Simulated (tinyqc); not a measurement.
Changing the anneal temperature T: solubility, supersaturation, precipitation and gettering of an impurity in a silicon-like host. Computed by tinyqc, a small Python program. Command: `OMP_NUM_THREADS=1 python tinyqc.py 3017758 3017759 out.jsonl ripen sweep`. One thread of a shared host (Intel(R) Xeon(R) Processor @ 2.30GHz), about 0.01 s of CPU time with the checks.

The wafer was saturated at T1 and is then held at T.

Inputs (values chosen for the exercise, modelled on iron in silicon):

| quantity | value | unit |
|---|---|---|
| site density N0 | 5e+22 | 1/cm^3 |
| enthalpy of solution H | 2.97 | eV |
| entropy of solution S | 7.7 | k_B |
| diffusion prefactor D0 | 0.0011 | cm^2/s |
| migration energy Q | 0.67 | eV |
| temperature of saturation T1 | 1300 | K |
| sink density n | 1.2e+10 | 1/cm^3 |
| initial sink radius r0 | 4.9 | nm |
| impurity density in the precipitate C_p | 4.6e+22 | 1/cm^3 |
| interface energy gamma | 0.55 | J/m^2 |
| anneal time t | 58 | s |

Constants: k_B = 8.617333262e-05 eV/K; k_B = 1.380649e-23 J/K.

Method:
- C_eq(T) = N0 exp(S/k_B - H/(k_B T)); D(T) = D0 exp(-Q/(k_B T)); C0 = C_eq(T1). Supersaturation s = C0/C_eq(T); critical radius r* = 2 gamma/(C_p k_B T ln s); barrier W* = (4 pi/3) gamma r*^2. Strain energy is left out.
- tau0 = 1/(4 pi n r0 D); C_fixed(t) = C_eq + (C0 - C_eq) exp(-t/tau0). If all excess precipitates, the final radius is r_f = [r0^3 + 3 (C0 - C_eq)/(4 pi n C_p)]^(1/3), with tau_f = 1/(4 pi n r_f D).
- Growing sinks: with y = r/r_f and y0 = r0/r_f, dy/dt = (1 - y^3)/(3 tau_f y), which integrates to t/tau_f = F(y) - F(y0), F(y) = (1/2) ln[(1 + y + y^2)/(1 - y)^2] - sqrt(3) arctan[(2y + 1)/sqrt(3)]; the share of the excess left is (1 - y^3)/(1 - y0^3), and C(t) = C_eq + (C0 - C_eq) x share.

One run for each value:

| anneal temperature T (K) | C(t) with growing sinks (1/cm^3) | tau_f (s) | supersaturation s | critical radius r* (nm) | W*/(k_B T) |
|---|---|---|---|---|---|
| 715 | 3.0876e+14 | 496.21 | 2.6333e+09 | 0.1117 | 2.91 |
| 780 | 2.6862e+14 | 200.50 | 4.7421e+07 | 0.1256 | 3.38 |
| 845 | 2.0227e+14 | 93.14 | 1.5842e+06 | 0.1436 | 4.07 |
| 910 | 1.1982e+14 | 48.27 | 8.6011e+04 | 0.1675 | 5.15 |
| 975 | 4.9743e+13 | 27.31 | 6.8863e+03 | 0.2010 | 6.92 |
| 1040 | 1.3306e+13 | 16.59 | 7.5594e+02 | 0.2513 | 10.13 |
| 1100 | 4.9500e+12 | 11.05 | 1.2401e+02 | 0.3266 | 16.19 |
| 1170 | 1.7915e+13 | 7.30 | 1.9025e+01 | 0.5025 | 36.02 |
| 1240 | 9.3751e+13 | 5.25 | 3.6068e+00 | 1.0888 | 159.54 |

What does the table show, and why?

Over the rows, C(t) with growing sinks (1/cm^3) goes from 3.09e14 through a minimum among these rows, 4.95e12 at 1100, to 9.38e13; tau_f (s) falls from 496 to 5.25 (exponent d ln y / d ln x -10 between the first rows and -5.7 between the last). When cold, diffusion is too slow for the time given; when hot, the solubility sets the floor.

Caution (rows 715, 780, 845, 910, 975, 1040, 1100): the barrier to homogeneous nucleation is below 35 k_B T for these inputs, so new precipitates would form and outnumber the fixed sinks assumed here. Caution (rows 715, 780, 845, 910, 975, 1040, 1100): a critical radius of atomic size is outside the capillary model.

Extremes, crossings and ranges named in words are read from the listed rows.
